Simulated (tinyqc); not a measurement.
Density of states of one tight-binding band on the simple cubic lattice: one step. Gaussian broadening at one energy.

Gaussian broadening: g(E) = mean over the mesh of exp(-(E - E_k)^2/(2 sigma^2))/(sigma sqrt(2 pi)), n(E) = mean of erfc((E_k - E)/(sigma sqrt 2))/2.

Parameters, chosen for this exercise: E = -4.79 eV (energy at which the density is wanted); sigma = 0.092 eV (Gaussian width).

Distinct energies:
```
E_k (eV),points
-6.720000,1
-4.080000,6
-1.840000,12
-1.440000,3
0.000000,8
0.400000,12
1.840000,12
2.240000,3
3.280000,6
4.320000,1
```

Task: Sum over the distinct energies with their counts.

Give: n(E); g(E).

Result:

n(E) = 0.0156
g(E) = 0.0000 1/eV

(tinyqc, `OMP_NUM_THREADS=1 python tinyqc.py 1682094 1682095 out.jsonl`, Intel(R) Xeon(R) Processor @ 2.30GHz, 1 thread, shared host, about 0.2 s.)
